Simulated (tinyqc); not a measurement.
Van der Pauw, Hall and four-point-probe measurements on a doped layer: two steps of the calculation.

A uniform p-type layer with sheet resistance Rs = 1/(q ns mu), point contacts, low field (mu B small).

Inputs (values chosen for the exercise):
```
symbol   value        unit                                                      meaning
ns      3.1e13       cm^-2                                   sheet density of the layer
mu          37  cm^2/(V s)                                               drift mobility
rH           1                                                              Hall factor
B            1           T                                               magnetic field
I           10          uA                                                      current
ar        1.84              side ratio a/b of a rectangular sample with corner contacts
```

Constants: q = 1.602176634e-19 C. Results are converted to the units shown.

Problem 1. Resistances and Hall voltage. Rs = 1/(q ns mu). For a rectangle with contacts at the corners, RA = (8 Rs/pi) sum_(k>=0) ln coth((2k + 1) pi a/(2 b)) with current along a short side b and voltage along the opposite one, RB the same with a and b exchanged; Hall voltage VH = rH B I/(q ns), negative for electrons.

Find: Rs; RA; RB; VH.

Solution 1.

Rs = 5441.6 ohm/square
RA = 85.556 ohm
RB = 5252.7 ohm
VH = 0.20134 mV

RB/RA = 61.4; for a square both equal Rs ln 2/pi = 1200 ohm.

Problem 2. New z. The van der Pauw equation exp(-pi RA z) + exp(-pi RB z) = 1 is solved for z = 1/Rs: e1 = exp(-pi RA z), e2 = exp(-pi RB z), f = e1 + e2 - 1, f' = -pi (RA e1 + RB e2), z(new) = z - f/f'.

z after iteration 1 = 0.13480334 mS
RA = 85.555774 ohm
RB = 5252.6760 ohm

Wanted: e1; e2; f; f'; z after iteration 2.

Solution 2.

e1 = 0.9644
e2 = 0.1081
f = 0.07254
f' = -2.043 kohm
z after iteration 2 = 0.1703 mS

Numbers from tinyqc (`OMP_NUM_THREADS=1 python tinyqc.py 2850209 2850210 out.jsonl`; about 0.01 s on one thread of a shared Intel Xeon 2.30GHz).
